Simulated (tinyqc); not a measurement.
Inside a calculation. Model: programming of a floating-gate cell by Fowler-Nordheim tunnelling.

Program tinyqc, `OMP_NUM_THREADS=1 python tinyqc.py 2130147 2130148 out.jsonl`; Intel Xeon 2.30GHz, shared host, one thread, about 0.02 s. Printed values are rounded.

Per tunnel area the floating gate has Ctun = 3.9 eps0/tox to the channel (0 V) and Ccg to the control gate, Ct = Ctun/(1 - ag), no other coupling. With the threshold shift U = -Q/Ccg the field is F = ag (Vg - U)/tox, and dU/dt = J/Ccg. Fowler-Nordheim: J = A F^2 exp(-B/F), A = q^2/(16 pi^2 hbar mo phi) (times 1e14 for A/cm^2 with F in V/nm, emitter mass m0), B = (4/3) sqrt(mo/C) phi^1.5, C = hbar^2/(2 m0).

Values chosen for this exercise; oxide values close to those of silicon dioxide:
- phi = 3.08 eV (tunnel barrier)
- mo = 0.5 m0 (tunnelling mass)
- tox = 9.8 nm (tunnel oxide thickness)
- ag = 0.67 (coupling ratio Ccg/Ct)
- ar = 400 nm^2 (tunnel area)
- Vt0 = -0.6 V (threshold shift at the start)
- Vg = 16 V (control-gate voltage)
- dt = 13 us (time step)
- n = 10 (steps)

Constants: q = 1.602176634e-19 C, hbar = 1.054571817e-34 J s, m0 = 9.1093837015e-31 kg, eps0 = 8.8541878128e-14 F/cm where lengths are in cm, hbar^2/(2 m0) = 0.0380998212 eV nm^2. Results are converted to the units shown.

Range of the model: Programming fields of 10 MV/cm and more wear the oxide; trapping and the channel potential are ignored.

## Constants of the cell

A, B, Ccg = ag Ct, the starting field and current, K = A B ag/(Ccg tox), and the knee time t0 = exp(B/F(0))/K.

A = 1.000931e8 A cm^-2 (V/nm)^-2
B = 26.10889 V/nm
Ccg = 0.7153987 uF/cm^2
F(0) = 1.134898 V/nm
J(0) = 0.01315708 A/cm^2
K = 2.497429e14 1/s
t0 = 39.23424 us
electrons for 1 V of shift = 17.86067

## Explicit time steps against the exact solution

U(new) = U + dt J(F(U))/Ccg. Exact: exp(B/F(t)) = exp(B/F(0)) + K t, K = A B ag/(Ccg tox), and U = Vg - tox F/ag.

```
step  t (us)  F (V/nm)   J (A/cm^2)  U by steps (V)  U exact (V)
0          0  1.134898   0.01315708      -0.6000000   -0.6000000
1         13  1.118552  0.009131771      -0.3609137   -0.3960333
2         26  1.107207  0.007044194      -0.1949740   -0.2410631
3         39  1.098456  0.005745778      -0.0669691   -0.1165097
4         52  1.091318  0.004854741       0.0374413   -0.0126296
5         65  1.085286  0.004203500       0.1256602    0.0763120
6         78  1.080064  0.003705996       0.2020448    0.1539699
7         91  1.075460  0.003313216       0.2693890    0.2228135
8        104  1.071344  0.002995096       0.3295958    0.2845880
9        117  1.067623  0.002732128       0.3840217    0.3405712
10       130  1.064229  0.002511085       0.4336691    0.3917260
```

The steps run ahead by 35.1 mV after the first and 41.9 mV after the last, as each uses the larger current of its start; the step is 0.33 of the knee time t0.
